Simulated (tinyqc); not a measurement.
Reverse leakage of an n+-p junction: diffusion, generation, trap-assisted and band-to-band tunnelling: one step of the calculation.

One-sided abrupt junction in the depletion approximation, x from the junction (0) to W on the p side, field F = F0 (1 - x/W). Flat quasi-Fermi levels, long p side. Traps generate through SRH with both lifetimes shortened by 1 + Gamma (Hurkx enhancement, form for moderate fields); band-to-band generation is local and needs a total bending above Eg.

Task. Generation rates across the layer. u = (Vbi + VR)(1 - x/W)^2, p = Na exp(-u/Vt), n = Nd exp((u - Vbi - VR)/Vt); G0 = ni^2 (1 - exp(-VR/Vt))/(tau (n + p + 2 ni cosh(Et/Vt))); Gamma = 2 sqrt(3 pi)(F/FG) exp((F/FG)^2); trap-assisted part G0 Gamma; G_bb = Ab F^2.5 exp(-Bb/F) with F in V/cm, zero unless Vbi + VR > Eg. 15 equal steps.

Values chosen for this exercise; band and dielectric values those of a made-up semiconductor: temperature T = 358 K; band gap Eg = 1.19 eV; acceptor density of the lighter side Na = 6e16 cm^-3; donor density of the heavier side Nd = 1e20 cm^-3; SRH lifetime of both carriers at zero field tau = 1e-8 s; trap level above the intrinsic level Et = 0 eV; band-to-band prefactor Ab = 6.5e14 cm^-0.5 V^-2.5 s^-1; band-to-band field constant Bb = 2.04e7 V/cm; reverse bias VR = 0.6 V.

Constants: q = 1.602176634e-19 C, kB = 1.380649e-23 J/K, Vt = kB T/q. Results are converted to the units shown.

ni = 1.7936067e11 cm^-3
Vbi = 1.0137171 V
W = 187.28942 nm
F0 = 172.32336 kV/cm
FG = 480.82056 kV/cm

Wanted: x; F; Gamma; G0; G0 Gamma; G_bb.

Result.

```
point,x (nm),F (kV/cm),Gamma,G0 (cm^-3 s^-1),G0 Gamma (cm^-3 s^-1),G_bb (1e-24 cm^-3 s^-1)
0,0.00,172.32,2.5021,3.2170e10,8.0494e10,3.0980
1,12.49,160.84,2.2970,2.7256e13,6.2605e13,0.0006
2,24.97,149.35,2.1003,1.4482e16,3.0416e16,0.0000
3,37.46,137.86,1.9113,3.1473e18,6.0154e18,0.0000
4,49.94,126.37,1.7291,8.8897e18,1.5372e19,0.0000
5,62.43,114.88,1.5532,8.9673e18,1.3928e19,0.0000
6,74.92,103.39,1.3828,8.9581e18,1.2387e19,0.0000
7,87.40,91.91,1.2173,8.4784e18,1.0321e19,0.0000
8,99.89,80.42,1.0560,3.1049e18,3.2789e18,0.0000
9,112.37,68.93,0.89849,2.2543e17,2.0254e17,0.0000
10,124.86,57.44,0.74405,1.7889e16,1.3310e16,0.0000
11,137.35,45.95,0.59219,2.2113e15,1.3095e15,0.0000
12,149.83,34.46,0.44237,4.3448e14,1.9220e14,0.0000
13,162.32,22.98,0.29407,1.3588e14,3.9959e13,0.0000
14,174.80,11.49,0.14679,6.7650e13,9.9300e12,0.0000
15,187.29,0.00,0,5.3617e13,0,0.0000
```

Range of the model: The n+ side is degenerate, so Vbi from Boltzmann statistics is only a guide.

Program tinyqc, `OMP_NUM_THREADS=1 python tinyqc.py 2290039 2290040 out.jsonl`; Intel Xeon 2.30GHz, shared host, one thread, about 0.01 s.
